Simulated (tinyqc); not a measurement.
# Admittance spectroscopy and thermally stimulated current of one trap level in a depletion layer, step by step

A worked calculation. Computed by tinyqc, a small Python program that keeps every step. Command: `OMP_NUM_THREADS=1 python tinyqc.py 3112034 3112035 out.jsonl admit walk`. One thread of a shared host (Intel(R) Xeon(R) Processor @ 2.30GHz), about 0.01 s of CPU time with the checks. Intermediate numbers are printed to about 6 digits and carried at full precision; extremes and crossings named in words are read from the listed rows.

A Schottky junction on n-type material holds one donor-like electron trap; shallow donors are fully ionised and abrupt depletion edges are assumed.

Inputs (values chosen for the exercise, modelled on n-type 4H-SiC):
```
quantity                         value    unit
dielectric constant eps           9.68       -
density-of-states mass m          0.78     m_0
shallow doping N               8.1e+16  1/cm^3
trap density N_t               2.7e+15  1/cm^3
trap depth E_t below the band    0.435      eV
capture cross section sigma    2.8e-14    cm^2
band bending V_b                   1.5       V
test frequency f                  3000      Hz
heating rate beta                 0.53     K/s
```

Constants: k_B = 1.380649e-23 J/K; m_0 = 9.1093837015e-31 kg; h = 6.62607015e-34 J s; k_B = 8.617333262e-05 eV/K; eps_0 = 8.8541878128e-12 F/m; e = 1.602176634e-19 C.

## Temperature of the peak

N_c = 2 (2 pi m k_B T/h^2)^(3/2), v_th = sqrt(3 k_B T/m), emission rate e_n = sigma v_th N_c exp(-E_t/(k_B T)). Where the level crosses the Fermi level capture equals emission, so the trap follows the signal with the rate 2 e_n; G/omega peaks at omega = 2 e_n (the correction for large N_t/N is left out). Solve 2 e_n(T_p) = 2 pi f.

peak temperature T_p = 252.504 K

N_c at T_p = 1.33485e+19 1/cm^3

e_n at T_p = 9424.78 1/s

E_c - E_F = k_B T_p ln(N_c/N) = 0.111074 eV

## The capacitance step

With E_c - E_F = k_B T_p ln(N_c/N): lambda = sqrt(2 eps eps_0 (E_t - (E_c - E_F))/(e^2 N)); traps are empty and charged for x < x_t = w - lambda, and V_b = e (N w^2 + N_t x_t^2)/(2 eps eps_0). High frequency: C_hf = eps eps_0/w. Low frequency: C_lf = eps eps_0 (N + N_t)/(N w + N_t x_t).

lambda = 65.4112 nm

depletion width w = 140.097 nm

crossing point x_t = 74.6854 nm

C_hf = 61.1782 nF/cm^2

C_lf = 62.1137 nF/cm^2

step (C_lf - C_hf)/C_hf = 0.0152916

small-N_t estimate (N_t/N)(lambda/w) = 0.0155634

Reading N_t/N straight from the step would give 0.0153 against the true 0.0333: the factor lambda/w must be known.

## Scan in temperature at fixed frequency

With x = omega/(2 e_n): C = C_hf + (C_lf - C_hf)/(1 + x^2), G/omega = (C_lf - C_hf) x/(1 + x^2); C_hf and C_lf are held at their values at T_p.

Admittance:
```
T (K)  omega/(2 e_n)  C (nF/cm^2)  G/omega (nF/cm^2)
222.2        19.7304      61.1806           0.047293
232.3         6.7228      61.1984           0.136142
239.9         3.1668      61.2630           0.268630
247.5         1.5592      61.4508           0.425122
252.5         1.0003      61.6458           0.467757
257.6         0.6470      61.8377           0.426658
265.1         0.3509      62.0111           0.292278
275.2         0.1619      62.0898           0.147574
287.9         0.0659      62.1096           0.061343
```

The peak of G/omega is half the step, 0.468 nF/cm^2. Its full width is near 2 ln(2 + sqrt3) k_B T_p^2/(E_t + 2 k_B T_p) = 30.2 K.

## Arrhenius plot

T_p for 0.1, 0.3, 1, 3 and 10 f; least-squares lines of ln(e_n/T^2) and of ln(e_n) against 1/(k_B T), e_n = pi f; sigma = exp(intercept)/(v_th N_c/T^2).

Peaks:
```
f (Hz)  T_p (K)  1/(k_B T) (1/eV)  ln(e_n/T^2)  ln(e_n)
300     228.474           50.7913     -4.01434   6.8485
900     239.367           48.4799     -3.00887   7.9471
3000    252.504           45.9578     -1.91175   9.1511
9000    265.748           43.6673     -0.91539  10.2497
30000   281.866           41.1703      0.17082  11.4537
```

depth from e_n/T^2 = 0.435 eV

cross section from the intercept = 2.80e-14 cm^2

depth without the T^2 = 0.478621 eV

Leaving out T^2 adds 44 meV, near 2 k_B T_p = 44 meV.

## Thermally stimulated current

Thermally stimulated current without retrapping: filled share n(T) = exp(-(1/beta) int e_n dT), current proportional to e_n n; the peak obeys beta (E_t/(k_B T^2) + 2/T) = e_n(T). The integral starts at 0.5 T_m and uses 4000 trapezoid steps to 1.2 T_m. Chen's first-order estimate from the full width W = T_2 - T_1 between the half-height points: E = 2.52 k_B T_m^2/W - 2 k_B T_m.

peak temperature T_m = 165.216 K

lower half-height T_1 = 158.257 K

upper half-height T_2 = 170.190 K

filled share at T_m = 0.388627

E_t/(k_B T_m) = 30.5537

symmetry factor (T_2 - T_m)/(T_2 - T_1) = 0.416806

depth by Chen's formula = 0.468237 eV

The slow ramp empties the trap at 165 K, far below the admittance peak at 253 K, since the rate asked for is 0.10 per second instead of 9400. Chen's formula, made for a constant prefactor, gives 33 meV more than E_t.

Checks made by the program: C_lf against dQ/dV by differences (relative difference below 1e-10); depth recovered (relative difference below 1e-10); peak of the integrated curve (relative difference 2e-05).
